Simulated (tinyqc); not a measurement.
# Square on-chip spiral inductor, lumped pi model: quality factor against frequency

Outer diameter do = di + 2 n wd + 2 (n - 1) sp, mean da = (do + di)/2, fill p = (do - di)/(do + di), length l = 4 n da. L = 2.34 mu0 n^2 da/(1 + 2.75 p), mu0 = 4 pi 1e-7 H/m. Rs = rho l/(wd delta (1 - exp(-th/delta))), delta = sqrt(rho/(pi f mu0)). Cs = n wd^2 eps0 eo/hu across the coil. At each end Cox = l wd eps0 eo/(2 ho) leads to the substrate branch Rsi = 2 rs he/(l wd) in parallel with Csi = l wd eps0 11.7/(2 he). With one end grounded Y = 1/(Rs + i w L) + i w Cs + 1/[1/(i w Cox) + 1/(1/Rsi + i w Csi)], w = 2 pi f; Q = -Im Y/Re Y. Eddy currents in neighbouring turns and in the substrate are left out.

Apparent inductance Im(1/Y)/w; share of the loss Re(substrate branch)/Re Y.

Inputs (values chosen for the exercise); values of the order met in silicon radio-frequency processes:
- n = 2.5 (number of turns)
- wd = 10 um (line width)
- sp = 1.5 um (space between turns)
- di = 60 um (inner diameter)
- th = 3.4 um (metal thickness)
- rho = 1.9 uohm cm (metal resistivity)
- ho = 7.3 um (oxide below the coil)
- hu = 1.2 um (oxide between coil and underpass)
- eo = 4.1 (relative permittivity of the oxide)
- rs = 1 ohm cm (substrate resistivity)
- he = 30 um (effective spreading depth in the substrate)

Constants: eps0 = 8.8541878128e-12 F/m. Results are converted to the units shown.

Quality factor against frequency:
```
f (GHz)  Rs (ohm)  w L/Rs      Q  apparent inductance (nH)  loss in the substrate (%)
0.56       0.8238   3.684  3.683                    0.8629                   4.811e-4
0.91       0.9337   5.282  5.278                    0.8633                   0.002855
1.5         1.089   7.468  7.450                    0.8645                    0.01776
2.4         1.287   10.10  10.04                    0.8675                    0.09745
4           1.583   13.70  13.40                    0.8764                     0.6043
6.5         1.964   17.93  16.62                    0.9000                      3.275
11          2.521   23.65  17.19                    0.9778                      17.49
17          3.121   29.52  10.98                     1.189                      48.38
28          4.000   37.94  1.792                     2.395                      82.82
```

Read the table: what changes, and by how much?

Q goes from 3.68 through a maximum of 17.2 (at f = 11 GHz among the rows listed) to 1.79; the exact peak is 17.7 at 9.11 GHz and Q reaches zero at the self-resonance, 33.3 GHz. The share of the substrate rises from 4.81e-4 to 82.8 %, and the apparent inductance ends at 2.78 times L. At the peak the substrate takes 9.92 % of the loss. For f = 28 the coil is longer than 0.15 of a wavelength in the oxide, where one lumped section is rough.

Numbers from tinyqc (`OMP_NUM_THREADS=1 python tinyqc.py 2302081 2302082 out.jsonl`; about 0.01 s on one thread of a shared Intel Xeon 2.30GHz).
